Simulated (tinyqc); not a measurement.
Closing and reopening the gap: Kane-Mele model of a buckled honeycomb layer in a normal field.

Sublattices A and B lie at +/-b, so the field gives them the energies +/-D, D = e b Ez (in eV for b in angstrom and Ez in V/angstrom); 2 lam is the gap at zero field. Near the valleys tau = +/-1, for spin sz = +/-1: H = hbar v (tau qx sx + qy sy) + m sz_AB with m = D - tau sz lam, hbar v = (sqrt3/2) a t. On the lattice the spin-orbit term is the second-neighbour hopping i (lam/3 sqrt3) nu sz, nu = +/-1 by the sense of the turn. The filled band of one cone contributes tau sign(m)/2 to the Chern number, in the sense Omega = curl of i<u|grad u>. Rashba terms are left out.

Constants: kB = 8.617333262e-05 eV/K.

Parameters, chosen for this exercise (out of a larger set: of the size used for stanene; not measured data): lam = 0.089 eV (spin-orbit half gap); b = 0.38 angstrom (half the buckling height).

Ez = f lam/b. Gap 2 |D - lam|, second gap 2 (D + lam), Z2 index, and the temperature at which kB T equals the gap.

Against field:
```
f     Ez (V/angstrom)  gap (meV)  second gap (meV)  Z2  gap/kB (K)
0.00                0    178.000           178.000   1      2065.6
0.25           0.0586    133.500           222.500   1      1549.2
0.50            0.117     89.000           267.000   1      1032.8
0.75            0.176     44.500           311.500   1       516.4
1.10            0.258     17.800           373.800   0       206.6
1.50            0.351     89.000           445.000   0      1032.8
2.00            0.468    178.000           534.000   0      2065.6
3.00            0.703    356.000           712.000   0      4131.2
```

Give the missing row, f = 0.90, Ez (V/angstrom) = 0.211.

Computed row:
```
f     Ez (V/angstrom)  gap (meV)  second gap (meV)  Z2  gap/kB (K)
0.90            0.211     17.800           338.200   1       206.6
```

The gap closes at Ez = 0.2342 V/angstrom, 23.4 MV/cm at the atoms (the applied field must be larger by the screening), and is back at its zero-field size at twice that. At zero field it is 178.0 meV, above kB T at 300 K (25.9 meV).

tinyqc: `OMP_NUM_THREADS=1 python tinyqc.py 1450501 1450502 out.jsonl`; about 0.01 s, one thread, shared Intel(R) Xeon(R) Processor @ 2.30GHz.
